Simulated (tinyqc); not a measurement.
The same scatterer in wider strips: conductance of a narrow metal strip with scatterers (square lattice, Green functions).

A strip of W sites across with hard walls, site energy 0 and hopping -t. Mode n = 1 to W has profile chi_n(j) = sqrt(2/(W + 1)) sin(n j pi/(W + 1)) and energy en = -2t cos(n pi/(W + 1)); E = en - 2t cos(kn a). With z_n = exp(i kn a) (Im k > 0 for closed modes, |z| < 1) each lead gives the self-energy -t z_n in mode n. One column carries the site energies v, here a uniform barrier across the strip, as of a grain boundary. In the mode basis V_nm = sum_j chi_n(j) v_j chi_m(j), G = (E - en + 2 t z_n - V)^-1, and t_nm = 2t sqrt(sin(kn a) sin(km a)) G_nm in size for open modes. T = sum |t_nm|^2, conductance (2e^2/h) T.

Constants: e^2/h = 3.874045865e-05 S.

Inputs chosen for the exercise (hopping and spacing of the size met in Cu or Al; the lattice is a model; the results hold for these values, not for the real material):
```
symbol  value            unit      meaning
t       1.36             eV        hopping
a       2.85             angstrom  spacing
E       0.42             eV        Fermi energy
v       (0.9, 0.9, 0.9)  eV        site energies in the scattering column
```

Width (W + 1) a; the strength is the entry of v largest in size. The barrier spans the width. Added resistance (1/T - 1/M)/(2 e^2/h), M the number of open modes.

Against width:
```
W   width (angstrom)   M        T     T/M  added resistance (ohm)
3               11.4   3   2.4649  0.8216                   934.0
4               14.2   4   3.0121  0.7530                  1058.3
5               17.1   4   3.4463  0.8616                   518.4
6               19.9   5   4.2493  0.8499                   456.0
8               25.6   7   5.7322  0.8189                   407.8
10              31.4   9   6.8454  0.7606                   451.4
14              42.8  12   9.6940  0.8078                   255.9
20              59.9  17  13.6543  0.8032                   186.0
```

What can be read from this table?

The added resistance is 934 ohm at W = 3 and 186.0 at W = 20; from W = 10 to 20 it changes by a factor 0.41, where 1/M gives 0.53 and 1/M^2 gives 0.28. A barrier across the strip keeps T/M near a constant (0.76 to 0.82 for W of 8 and more), so its resistance goes as 1/width on average, with steps as modes open: resistance times width runs from 10.5 to 14.2 kohm angstrom there.

Run: tinyqc, `OMP_NUM_THREADS=1 python tinyqc.py 1481142 1481143 out.jsonl`; Intel(R) Xeon(R) Processor @ 2.30GHz, one thread, shared host; about 0.01 s of CPU time with all checks.
